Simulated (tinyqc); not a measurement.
# Changing the potential of the particle psi_1

Model: a particle near a wafer in liquid: double-layer and van der Waals forces (DLVO), deposition barrier and removal. Computed by tinyqc, a small Python program. Command: `OMP_NUM_THREADS=1 python tinyqc.py 3111048 3111049 out.jsonl dlvo sweep`. One thread of a shared host (Intel(R) Xeon(R) Processor @ 2.30GHz), about 0.01 s of CPU time with the checks.

Sphere and flat wall, Derjaguin approximation, constant potentials in the linear-superposition form, no retardation and no hydration force.

Inputs (values chosen for the exercise, of the order of those for alumina on silica in water):
```
quantity                             value   unit
particle radius R                       40     nm
Hamaker constant A                 1.2e-20      J
potential of the wafer psi_2           -14     mV
salt concentration c               0.00012  mol/L
valence z of the symmetric salt          1      -
temperature T                          293      K
dielectric constant of the liquid     80.2      -
```

Constants: e = 1.602176634e-19 C; N_A = 6.02214076e+23 1/mol; eps_0 = 8.8541878128e-12 F/m; k_B = 1.380649e-23 J/K; k_B = 8.617333262e-05 eV/K.

Method:
- kappa^2 = 2 z^2 e^2 N_A (1000 c)/(eps eps_0 k_B T); gamma_i = tanh(z e psi_i/(4 k_B T)); Z = 64 pi eps eps_0 (k_B T/(z e))^2 gamma_1 gamma_2.
- U(h) = Z R exp(-kappa h) - A R/(6 h); F(h) = -dU/dh = kappa Z R exp(-kappa h) - A R/(6 h^2), positive for repulsion.
- F = 0 reads x^2 exp(-x) = y with x = kappa h and y = A kappa/(6 Z); the left side peaks at x = 2 with 4/e^2 = 0.5413, so roots exist for smaller y: x < 2 is the barrier, x > 2 the secondary minimum.
- The barrier height is zero when U = 0 and F = 0 together: kappa h = 1 and kappa = 6 Z/(e A), e = 2.718282 here; c follows from kappa^2, with the potentials held fixed.

One run for each value:
```
potential of the particle psi_1 (mV)  barrier height (k_B T)  critical concentration (mol/L)  gamma_1
-100                                                   77.92                          0.2835  -0.7574
-88                                                    71.66                          0.2435  -0.7020
-77                                                    64.96                          0.2040  -0.6425
-66                                                    57.30                          0.1628  -0.5740
-54                                                    47.85                          0.1181  -0.4889
-42                                                    37.36                          0.0765  -0.3934
-31                                                    27.02                          0.0438  -0.2977
-20                                                    16.30                          0.0189  -0.1955
-8                                                      4.90                          0.0031  -0.0790
```

What does the table show, and why?

Over the rows, barrier height (k_B T) falls from 77.9 to 4.90; critical concentration (mol/L) falls from 0.283 to 0.00309; gamma_1 rises from -0.757 to -0.0790. gamma_1 bends over once |psi| exceeds about 2 k_B T/(z e) = 50 mV, so further charge gains less.

Caution (all rows): kappa R is not large, so the Derjaguin approximation is only rough at gaps of the order of the Debye length.

Extremes, crossings and ranges named in words are read from the listed rows.
